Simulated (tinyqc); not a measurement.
# Two-diode model of a solar cell: effect of the saturation current of the first diode

J is the current delivered and Vj = V + J Rs the junction voltage. J = X JL - J01 (exp(Vj/(n1 Vt)) - 1) - J02 (exp(Vj/(2 Vt)) - 1) - Vj/Rp. The photocurrent does not depend on voltage.

Jsc at V = 0, Voc at J = 0, the maximum power point where J (1 + 2 Rs G) = G Vj with G = -dJ/dVj; FF = Vmp Jmp/(Voc Jsc); efficiency Vmp Jmp/(X Pin). Empirical fill factor without parasitics FF0 = (v - ln(v + 0.72))/(v + 1), v = Voc/(n1 Vt).

Values chosen for this exercise; values of the order met in cells of gallium arsenide:
- T = 323 K (temperature)
- JL = 27.1 mA/cm^2 (photocurrent at one sun)
- X = 10 suns (concentration)
- n1 = 1 (ideality factor of the first diode)
- Rs = 0 ohm cm^2 (series resistance)
- Rp = 100 ohm cm^2 (shunt resistance)
- Pin = 100 mW/cm^2 (incident power at one sun)
- J02 = 2.7e-10 A/cm^2 (saturation current of the second diode (ideality 2))

Constants: q = 1.602176634e-19 C, kB = 1.380649e-23 J/K, Vt = kB T/q. Results are converted to the units shown.

The same in every row: Jsc (mA/cm^2) = 271.0.

Effect of the saturation current of the first diode:

| J01 (A/cm^2) | Voc (V) | Vmp (V) | Jmp (mA/cm^2) | FF | efficiency (%) | FF0 |
|---|---|---|---|---|---|---|
| 2e-19 | 1.130 | 0.9831 | 248.1 | 0.7968 | 24.39 | 0.8865 |
| 2e-18 | 1.086 | 0.9655 | 249.8 | 0.8192 | 24.12 | 0.8830 |
| 2e-17 | 1.030 | 0.9236 | 252.3 | 0.8351 | 23.30 | 0.8781 |
| 2e-16 | 0.9678 | 0.8682 | 253.7 | 0.8398 | 22.02 | 0.8723 |
| 2e-15 | 0.9044 | 0.8084 | 254.2 | 0.8383 | 20.55 | 0.8656 |
| 2e-14 | 0.8406 | 0.7472 | 254.2 | 0.8338 | 19.00 | 0.8580 |

What does the comparison show?

As J01 goes from 2e-19 to 2e-14, Voc falls from 1.13 to 0.841 V, FF goes from 0.797 through a maximum of 0.840 (at J01 = 2e-16 among the rows listed) to 0.834 and the efficiency falls from 24.4 to 19.0 %. Voc changes by -63.8 mV a decade between the last two rows and -43.1 mV between the first two.

tinyqc, about 0.01 s, one thread, Intel Xeon 2.30GHz (shared host): `OMP_NUM_THREADS=1 python tinyqc.py 2280023 2280024 out.jsonl`
